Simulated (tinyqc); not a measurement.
# Random telegraph noise from one oxide trap in a small MOSFET: effect of the gate length

An acceptor-like trap exchanges electrons with the channel. Inversion charge Q = Cox u, u = n Vt W0(exp((Vg - VT)/(n Vt))), W0 the Lambert function, n = nf, Cox = eps0 eox/tox; linear regime Id = (W/L) mu Q Vd. Relative to threshold the surface potential rises by Vt ln(u/u0) and the oxide voltage by the rest of Vg - VT, with u0 = n Vt W0(1).

N = Cox u/q; dpsi = Vt ln(u/u0); E = E0 - dpsi - (xt/tox)(Vg - VT - dpsi); capture time tc = 1/[(N/zi) vth s0 exp(-xt/lt - EB/Vt)]; emission time te = tc exp(-E/Vt); occupancy te/(tc + te). A = W L; threshold step dV = q (1 - xt/tox)/(Cox A); gm/Id = 1/(u + n Vt); relative step dI/I = (gm/Id) dV + asc mu/A. fc = (1/tc + 1/te)/(2 pi); rms = (dI/I) sqrt(tc te)/(tc + te).

Parameters, values chosen for the exercise; values of the order met in silicon transistors: temperature T = 350 K; relative permittivity of the gate insulator (close to silicon nitride) eox = 7.59; insulator thickness tox = 8.6 nm; depth of the trap from the channel interface xt = 2.3 nm; trap level above the channel Fermi level at threshold E0 = 0.02 eV; capture prefactor s0 = 8e-16 cm^2; capture barrier (lattice relaxation) EB = 0.5 eV; tunnelling decay length lt = 0.17 nm; thermal velocity vth = 2.1e7 cm/s; thickness of the inversion layer zi = 1.9 nm; threshold voltage VT = 0.49 V; body factor nf = 1.24; gate width W = 250 nm; mobility mu = 280 cm^2/(V s); scattering coefficient of the charged trap asc = 1.9e-16 V s; drain voltage Vd = 0.1 V; gate voltage Vg = 0.47 V.

Constants: q = 1.602176634e-19 C, kB = 1.380649e-23 J/K, Vt = kB T/q, eps0 = 8.8541878128e-14 F/cm where lengths are in cm. Results are converted to the units shown.

The same in every row: E (eV) = 0.03336; tc (s) = 1869; te (s) = 618.3; occupancy = 0.2486; fc (Hz) = 3.426e-4.

Effect of the gate length:
```
L (nm),dI/I (%),rms dI/I (%)
15,7.820,3.380
25,4.692,2.028
41,2.861,1.237
67,1.751,0.7567
110,1.066,0.4609
180,0.6517,0.2817
300,0.3910,0.1690
500,0.2346,0.1014
```

As L goes from 15 to 500, tc stays at 1870 s, te stays at 618 s and dI/I falls from 7.82 to 0.235 %. The step goes as 1/(W L), while the times do not depend on the size.

Range of the model: VT is taken as given; short-channel effects and the uneven flow of current among few electrons are left out.

Program tinyqc, `OMP_NUM_THREADS=1 python tinyqc.py 2710149 2710150 out.jsonl`; Intel Xeon 2.30GHz, shared host, one thread, about 0.01 s.
